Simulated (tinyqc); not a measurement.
# Worked calculation: frequency dispersion of an accumulation capacitance by border traps, distributed model

Computed by the program tinyqc: `OMP_NUM_THREADS=1 python tinyqc.py 2202089 2202090 out.jsonl`, one thread of a shared Intel Xeon 2.30GHz, about 0.5 s for the whole run. Printed values are rounded.

Traps spread evenly through the insulator exchange electrons with the semiconductor by tunnelling, with tau(x) = t0 exp(2 ka x) at depth x from the interface. The admittance per area Y seen at depth x obeys dY/dx = -Y^2/(i w eps0 eox) + q Nb ln(1 + i w tau)/tau, with Y(0) = i w Cs and w = 2 pi f; the gate sees Y(tox) = G + i w C. Working variable y = Y/(i w), in uF/cm^2. Cox = eps0 eox/tox.

Inputs (values chosen for the exercise); permittivity close to that of aluminium oxide: relative permittivity of the insulator eox = 8.91; insulator thickness tox = 11 nm; semiconductor capacitance in accumulation Cs = 0.81 uF/cm^2; density of border traps Nb = 3.3e18 cm^-3 eV^-1; decay constant of the wave function in the insulator ka = 3.6 1/nm; time constant of a trap at the interface t0 = 1e-11 s; frequency f = 1e6 Hz; depth down to which the steps are taken xe = 2 nm.

Constants: q = 1.602176634e-19 C, eps0 = 8.8541878128e-14 F/cm where lengths are in cm. Results are converted to the units shown.

## Scales and lumped estimate

Cox; trap-free value 1/(1/Cox + 1/Cs); response depth d = ln(1/(w t0))/(2 ka), where w tau = 1; lumped estimate: all traps within d act as C_bt = q Nb d placed at d/2, so C = 1/{1/[1/(1/Cs + d/(2 eps0 eox)) + C_bt] + (tox - d/2)/(eps0 eox)}.

Cox = 0.717189 uF/cm^2
trap-free C = 0.380387 uF/cm^2
d = 1.34376 nm
C_bt = 0.0710469 uF/cm^2
lumped C = 0.397493 uF/cm^2

The traps within reach amount to 0.0877 Cs and lie in the first 12.2 % of the insulator.

## Midpoint steps through the active depth

In terms of y: dy/dx = -y^2/(eps0 eox) + s(x), s = q Nb ln(1 + z)/z, z = i w tau. 11 midpoint steps of h = xe/11: y_half = y + (h/2) y'(x, y), y(new) = y + h y'(x + h/2, y_half).

| point | x (nm) | s (uF/(cm^2 nm)) | y (uF/cm^2) |
|---|---|---|---|
| 0 | 0 | 0.0528718-0.0000017i | 0.810000+0.000000i |
| 1 | 0.181818 | 0.0528718-0.0000062i | 0.804595-0.000001i |
| 2 | 0.363636 | 0.0528718-0.0000228i | 0.799386-0.000003i |
| 3 | 0.545455 | 0.0528716-0.0000843i | 0.794366-0.000010i |
| 4 | 0.727273 | 0.0528694-0.0003122i | 0.789526-0.000039i |
| 5 | 0.909091 | 0.0528382-0.0011551i | 0.784858-0.000146i |
| 6 | 1.09091 | 0.0524168-0.0042260i | 0.780334-0.000540i |
| 7 | 1.27273 | 0.0476267-0.0135420i | 0.775700-0.001937i |
| 8 | 1.45455 | 0.0273275-0.0211932i | 0.769063-0.005351i |
| 9 | 1.63636 | 0.0093231-0.0135955i | 0.758603-0.008426i |
| 10 | 1.81818 | 0.0026710-0.0059334i | 0.746460-0.009774i |
| 11 | 2 | 0.0007326-0.0022162i | 0.734087-0.010096i |

## Capacitance and conductance at the gate

y at xe = 0.734087-0.010096i uF/cm^2

Beyond xe the traps are ignored, so 1/y(tox) = 1/y(xe) + (tox - xe)/(eps0 eox); C = Re y, G/w = -Im y, loss tangent G/(w C).

y at the gate = 0.399531-0.002990i uF/cm^2
C = 0.399531 uF/cm^2
G/w = 0.00299025 uF/cm^2
loss tangent = 0.00748440

A fine integration over the whole insulator gives C = 0.39957 and G/w = 0.003098 uF/cm^2; the coarse G/w is 3.5 % below that. The fine C is 5.0 % above the trap-free value, and the lumped estimate is 0.52 % below the fine result.
